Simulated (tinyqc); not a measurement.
# Zener tunnelling in a reverse-biased junction, two-band WKB: effect of temperature

Abrupt p-n junction, depletion approximation. Energies E are counted from the conduction-band edge of the neutral n side; its Fermi level lies at dn, that of the p side at dn - V, and the valence-band edge of the neutral p side at Em = dn + dp - V. Tunnelling needs 0 < E < Em. Two-band dispersion with equal masses m: inside the gap kappa = sqrt(m u (1 - u/Eg)/C), u the distance from a band edge, C = hbar^2/(2 m0).

Nc and Nv are given at 300 K and scale as (T/300 K)^1.5; Eg, m and eps_r are held. Nd = Nc F12(dn/Vt), Na = Nv F12(dp/Vt), F12(x) = (2/sqrt(pi)) int_0^infinity sqrt(u)/(1 + exp(u - x)) du; dn = EF - Ec on the n side, dp = Ev - EF on the p side (negative outside the bands); Vbi = Eg + dn + dp. W = sqrt(2 eps0 eps_r (Vbi - V)(1/Na + 1/Nd)/q), mean field F = (Vbi - V)/W, peak field 2 F. In a uniform field F the exponent is S = pi sqrt(m/C) Eg^1.5/(4 F). Transverse energy Et = C kt^2/m raises it to S (1 + 4 Et/Eg), so T = exp(-S) exp(-Et/Eb) with Eb = Eg/(4 S). KJ = (2 q^2/h) m/(4 pi C) (times 1e14 for A/cm^2 per eV^2). J = KJ exp(-S) Eb times the integral from 0 to Em of [f(E - dn) - f(E - dn + V)] [1 - exp(-min(E, Em - E)/Eb)] dE, f(x) = 1/(1 + exp(x/Vt)), with S and Eb from the mean field; J > 0 flows from p to n.

Parameters, values chosen for the exercise; band and dielectric values close to those of indium arsenide:

| symbol | value | unit | meaning |
|---|---|---|---|
| Eg | 0.356 | eV | band gap |
| eps_r | 14.9 |  | relative permittivity |
| Nc | 8.66e16 | cm^-3 | conduction-band density of states at 300 K |
| Nv | 6.57e18 | cm^-3 | valence-band density of states at 300 K |
| m | 0.025 | m0 | band-edge mass of the two-band model |
| Na | 3.7e19 | cm^-3 | acceptor density |
| Nd | 3.4e18 | cm^-3 | donor density |
| V | -0.52 | V | bias of the p side |

Constants: q = 1.602176634e-19 C, kB = 1.380649e-23 J/K, hbar = 1.054571817e-34 J s, h = 6.62607015e-34 J s, m0 = 9.1093837015e-31 kg, Vt = kB T/q, eps0 = 8.8541878128e-14 F/cm where lengths are in cm, hbar^2/(2 m0) = 0.0380998212 eV nm^2. Results are converted to the units shown.

Effect of temperature:
```
T (K),Vbi (V),mean field (MV/cm),S,J (A/cm^2)
100,0.8152,0.5024,2.690,-4.710e5
150,0.8142,0.5023,2.691,-4.701e5
200,0.8127,0.5020,2.692,-4.685e5
300,0.8082,0.5011,2.697,-4.635e5
400,0.8015,0.4999,2.703,-4.556e5
```

Read the table: what changes, and by how much?

Vbi falls from 0.815 to 0.802 V, S stays near 2.69, and |J| falls from 4.71e5 to 4.56e5 A/cm^2, a spread of a factor 1.03. That is small against a thermally activated current. The shrinking of the gap with temperature, left out here, would raise J. Where S is below about 4, a WKB prefactor of 1 is a rough guess.

Range of the model: Parabolic densities of states, no band tails and no gap narrowing, all of which matter at such doping.

Numbers from tinyqc (`OMP_NUM_THREADS=1 python tinyqc.py 2620081 2620082 out.jsonl`; about 0.01 s on one thread of a shared Intel Xeon 2.30GHz).
